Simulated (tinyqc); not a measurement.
Worked calculation: configuration-coordinate model of carrier capture at a defect. Values are carried at full precision from step to step, so a last printed digit may differ when a step is redone from the rounded ones.

Two parabolas of equal curvature k in one coordinate Q: with the carrier free at the band edge, U_f = k Q^2/2; with the carrier trapped, U_t = k (Q - dQ)^2/2 - ET. ER = k dQ^2/2, Huang-Rhys factor S = ER/hw, hw = 0.0646541 sqrt(k/M) eV for k in eV/angstrom^2 and M in u. The curves cross at a height Eb = (ER - ET)^2/(4 ER) above the free minimum.

Constants: kB = 8.617333262e-05 eV/K.

Inputs chosen for the exercise (of the size met at a DX centre in AlGaAs; not measured data): ET = 0.08 eV (thermal depth of the level below the band edge); ER = 0.77 eV (relaxation energy); hw = 0.013 eV (phonon energy of the mode); M = 16 u (mass of the mode); T = 350 K (temperature); nu = 1e+11 1/s (attempt rate).

## The two parabolas

Form S, k, dQ, the crossing point Qc = (ER - ET)/(k dQ), Eb, and the emission barrier Eb + ET.

S = 59.231
k = 0.6469 eV/angstrom^2
dQ = 1.5430 angstrom
Qc = 0.6913 angstrom

barriers (eV): capture 0.1546, emission 0.2346

ER > ET: the crossing lies between the two minima (large relaxation); at Q = 0 the trapped level lies above the band edge.

## Optical transitions

Vertical ionisation from the trapped minimum costs ET + ER; vertical capture from the free minimum releases ET - ER (none if negative); the band has a standard deviation sqrt(S hw^2 coth(hw/2kT)) with S = ER/hw, and a full width 2.35482 times that.

energies (eV): ionisation peak 0.850, zero-phonon 0.080, emission peak -0.690

coth(hw/2kT) = 4.7117
standard deviation = 0.2172 eV
full width = 0.5114 eV

Vertical capture would need energy: there is no luminescence peak (at most a tail of the broadened line), and a carrier freed by light must cross the barrier Eb to return or tunnel through it; where tunnelling is slow this gives persistent photoconductivity at low temperature. The optical peak exceeds the thermal depth by a factor 10.62.

## The multiphonon factor

Multiphonon factor for giving p = ET/hw phonons to the lattice: W = exp(-S (2 nb + 1)) ((nb + 1)/nb)^(p/2) I_p(x), nb = 1/(exp(hw/kT) - 1), x = 2 S sqrt(nb (nb + 1)), I_p the modified Bessel function. Classical limit: W = hw exp(-Eb/kT)/sqrt(4 pi ER kT). At T = 0: exp(-S) S^p/Gamma(p + 1).

Form p, nb, x and ln W, the classical ln W, and the capture time 1/(nu W).

p, nb, x: 6.1538  1.8559  272.7208

ln W: quantum -8.824, classical -8.852

capture time = 6.79e-08 s

The quantum factor is 1.03 times the classical one at kT/hw = 2.32: the two agree.

## Emission by detailed balance

For equal degeneracies and one band-edge state, emission time = capture time x exp(ET/kT).

ET/kT = 2.652
log10 of the emission time in s = -6.02

## Checks

- Ln W for the nearest whole p against the double Poisson sum over emitted and absorbed phonons: both -8.85365.

(tinyqc, `OMP_NUM_THREADS=1 python tinyqc.py 1451692 1451693 out.jsonl`, Intel(R) Xeon(R) Processor @ 2.30GHz, 1 thread, shared host, about 0.01 s.)
